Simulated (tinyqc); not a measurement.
# Electron continuity equation in a given potential, Scharfetter-Gummel discretisation, step by step

Program tinyqc, `OMP_NUM_THREADS=1 python tinyqc.py 2220133 2220134 out.jsonl`; Intel Xeon 2.30GHz, shared host, one thread, about 0.01 s. Printed values are rounded.

Steady state in one dimension: J = q mu n E + q D dn/dx with E = -dpsi/dx and D = mu Vt, dJ/dx = 0, fixed densities nL and nR at the ends. The potential is given, psi = U x/L, and is not changed by the electrons.

Values chosen for this exercise; mobility that of a made-up semiconductor: temperature T = 350 K; electron mobility mu = 1690 cm^2/(V s); length of the region L = 0.13 um; density at x = 0 nL = 5.1e14 cm^-3; density at x = L nR = 1.4e14 cm^-3; potential difference psi(L) - psi(0) U = 0.47 V.

Constants: q = 1.602176634e-19 C, kB = 1.380649e-23 J/K, Vt = kB T/q. Results are converted to the units shown.

Range of the model: The drift velocity mu E exceeds 1e7 cm/s somewhere, where real mobilities no longer stay constant.

## Potential on the mesh

11 equal intervals, h = L/11; psi = U x/L.

psi, node 0 to 11 (V): [0.000000, 0.042727, 0.085455, 0.128182, 0.170909, 0.213636, 0.256364, 0.299091, 0.341818, 0.384545, 0.427273, 0.470000]

## Bernoulli factors

d_i = (psi_(i+1) - psi_i)/Vt; B(d) = d/(exp(d) - 1), B(0) = 1. The flux on interval i is J_i = (q D/h) [n_(i+1) B(d_i) - n_i B(-d_i)].

```
interval      d_i    B(d_i)  B(-d_i)
0         1.41666  0.453576  1.87023
1         1.41666  0.453576  1.87023
2         1.41666  0.453576  1.87023
3         1.41666  0.453576  1.87023
4         1.41666  0.453576  1.87023
5         1.41666  0.453576  1.87023
6         1.41666  0.453576  1.87023
7         1.41666  0.453576  1.87023
8         1.41666  0.453576  1.87023
9         1.41666  0.453576  1.87023
10        1.41666  0.453576  1.87023
```

The largest |d_i| is 1.42, below 2, so central differences would also keep densities positive.

## Tridiagonal system for the inner nodes

Row i (1 to 10): B(-d_(i-1)) n_(i-1) + b_i n_i + B(d_i) n_(i+1) = f_i with b_i = -B(-d_i) - B(d_(i-1)) and f_i = 0; the known end values are moved to the right: f_1 loses B(-d_0) nL and f_10 loses B(d_10) nR. h = L/11, D = mu Vt.

```
node  diagonal b  right side f (cm^-3)
1       -2.32381           -9.53818e14
2       -2.32381                     0
3       -2.32381                     0
4       -2.32381                     0
5       -2.32381                     0
6       -2.32381                     0
7       -2.32381                     0
8       -2.32381                     0
9       -2.32381                     0
10      -2.32381           -6.35006e13
```

## Densities and current

B(d) = d/(exp(d) - 1) with d_i = (psi_(i+1) - psi_i)/Vt; b and f are the diagonal and right side of the balance equations. Solve B(-d_(i-1)) n_(i-1) + b_i n_i + B(d_i) n_(i+1) = f_i (end values already in f), then J_i = (q D/h) [n_(i+1) B(d_i) - n_i B(-d_i)], h = L/11, D = mu Vt.

n, node 0 to 11 (cm^-3): [5.1e14, 5.10000e14, 5.09999e14, 5.09996e14, 5.09982e14, 5.09925e14, 5.09690e14, 5.08720e14, 5.04722e14, 4.88237e14, 4.20266e14, 1.4e14]
J, interval 0 to 10 (A/cm^2): [-4992.54, -4992.54, -4992.54, -4992.54, -4992.54, -4992.54, -4992.54, -4992.54, -4992.54, -4992.54, -4992.54]

Without sources J is the same on every interval. A mesh 200 times finer gives the same densities: for a potential that is linear on each interval and no sources the scheme is exact.
